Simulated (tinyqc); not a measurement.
What moves the results: Slater-Koster d bands of an fcc metal. A value that a table varies takes the place of the one given here.

Slater-Koster d bands. For a bond with direction cosines (l, m, n) the 5 x 5 block is dds Ps + ddp Pp + ddd (1 - Ps - Pp), the projectors on sigma, pi and delta states about the bond; for instance <xy|xy> = 3 l^2 m^2 dds + (l^2 + m^2 - 4 l^2 m^2) ddp + (n^2 + l^2 m^2) ddd, <xy|yz> = 3 l m^2 n dds + l n (1 - 4 m^2) ddp + l n (m^2 - 1) ddd and <3z2-r2|3z2-r2> = (n^2 - (l^2 + m^2)/2)^2 dds + 3 n^2 (l^2 + m^2) ddp + (3/4)(l^2 + m^2)^2 ddd. H(k) sums the blocks times cos(k.R) over the neighbours; the d level is the zero of energy; k in 2 pi/a.

Neighbours: twelve at (a/2)(1,1,0) and equivalents.

Mesh: k = f1 b1 + f2 b2 + f3 b3 with fractions (j + 1/2)/N, j = 0 to N - 1, and b = (-1,1,1), (1,-1,1), (1,1,-1) for fcc, (0,1,1), (1,0,1), (1,1,0) for bcc, unit vectors for simple cubic. The lowest Nd/10 of all levels are filled with two electrons each; the bond energy is their sum per atom.

Inputs chosen for the exercise (of the size met in Ni; not measured data): dds = -0.463 eV (dd sigma); ddp = 0.204 eV (dd pi); ddd = -0.074 eV (dd delta); N = 10 (mesh); f2 = 0.487 (factor for second neighbours in bcc).

## Band filling: full bands against the rectangular model

W = sqrt(12 mu2) with mu2 the mean square level on the mesh; rectangular model: Fermi level W (Nd/10 - 1/2), bond energy -W Nd (10 - Nd)/20. The Fermi level of the mesh is the highest filled level.

Per atom (eV):

| Nd | EF, bands | bond energy, bands | EF, rectangle | bond energy, rectangle |
|---|---|---|---|---|
| 1 | -1.087 | -1.347 | -1.192 | -1.341 |
| 2 | -0.888 | -2.340 | -0.894 | -2.385 |
| 3 | -0.622 | -3.083 | -0.596 | -3.130 |
| 4 | -0.417 | -3.613 | -0.298 | -3.577 |
| 5 | 0.017 | -3.802 | 0.000 | -3.726 |
| 6 | 0.394 | -3.609 | 0.298 | -3.577 |
| 7 | 0.643 | -3.086 | 0.596 | -3.130 |
| 8 | 0.891 | -2.321 | 0.894 | -2.385 |
| 9 | 1.152 | -1.288 | 1.192 | -1.341 |

W = 2.981 eV
full width on the mesh = 3.384 eV

The bond energy is deepest at Nd = 5 (-3.802 eV); the rectangle has its minimum at 5. The two differ most at Nd = 5, by 0.076 eV or 2 % of the deepest value: the second moment fixes the parabola, and higher moments the rest. At Nd = 3 and 7 the bands give -3.083 and -3.086 eV, nearly symmetric.

## Which lattice a d-band metal prefers

fcc has twelve neighbours, bcc eight and six (the six times f2), simple cubic six. The integrals of bcc and sc are scaled so that all three have the second moment of fcc, which stands for equal repulsion (structural energy difference theorem). s and p electrons are left out.

Bond energy per atom:

| Nd | fcc (eV) | bcc - fcc (meV) | sc - fcc (meV) |
|---|---|---|---|
| 1 | -1.347 | 89 | -174 |
| 2 | -2.340 | 39 | -84 |
| 3 | -3.083 | -115 | 74 |
| 4 | -3.613 | -167 | 291 |
| 5 | -3.802 | 30 | 382 |
| 6 | -3.609 | 163 | 287 |
| 7 | -3.086 | 139 | 77 |
| 8 | -2.321 | 42 | -102 |
| 9 | -1.288 | -63 | -233 |

scale factors: bcc 1.1285, sc 1.4142

mu3/mu2^1.5: fcc -0.047, bcc -0.048, sc 0.000

mu4/mu2^2: fcc 1.765, bcc 1.708, sc 2.771

largest change of a difference when N is raised to 14 = 12 meV

fcc is lowest for Nd = 5, 6 and 7. bcc is lowest for Nd = 3 and 4. sc is lowest for Nd = 1, 2, 8 and 9. bcc gains most on fcc at Nd = 4 (-167 meV). A small fourth moment marks a two-peaked band, which tends to favour fillings near one half; bcc has -3 % against fcc, and at Nd = 5 it lies +30 meV from fcc, which the fourth moment alone does not explain (differences of a few tens of meV are within the error of the mesh; hcp is left out, and this d-only model can miss the lattice of the real metal). The third moments, from three-membered rings, skew the bands. That simple cubic wins anywhere comes from keeping d bands and equal second moments alone; no transition metal takes it. Differences below about 12 meV are within the error of this mesh, and the s and p electrons left out weigh most where the d band is nearly empty or full.

## What each integral does

Levels at Gamma, E(t2g) = 3 dds + 4 ddp + 5 ddd, E(eg) = 1.5 dds + 6 ddp + 4.5 ddd, and W = sqrt(12 mu2), the width of a rectangular band with the same second moment mu2 = z (dds^2 + 2 ddp^2 + 2 ddd^2)/5, z = 12. Each row changes one parameter from the base and keeps the others.

Results:

| case | t2g (eV) | eg (eV) | W (eV) |
|---|---|---|---|
| base | -0.9430 | 0.1965 | 2.9810 |
| dds = -0.3936 eV | -0.7348 | 0.3006 | 2.6785 |
| ddp = 0.2346 eV | -0.8206 | 0.3801 | 3.1080 |
| ddd = -0.0629 eV | -0.8875 | 0.2465 | 2.9663 |

The largest shifts from the base row, up to three for each result and ties (the steps differ in size, so this ranks the rows, not the parameters). t2g (eV): dds +0.2082, ddp +0.1224, ddd +0.0555. eg (eV): ddp +0.1836, dds +0.1041, ddd +0.0499. W (eV): dds -0.3025, ddp +0.1270, ddd -0.0147. The ratio of the shifts of t2g and eg names the integral: 3 : 1.5 for dds, 4 : 6 for ddp, 5 : 4.5 for ddd.

Program tinyqc; command `OMP_NUM_THREADS=1 python tinyqc.py 1481099 1481100 out.jsonl`; about 0.07 s on one thread of a shared Intel(R) Xeon(R) Processor @ 2.30GHz.
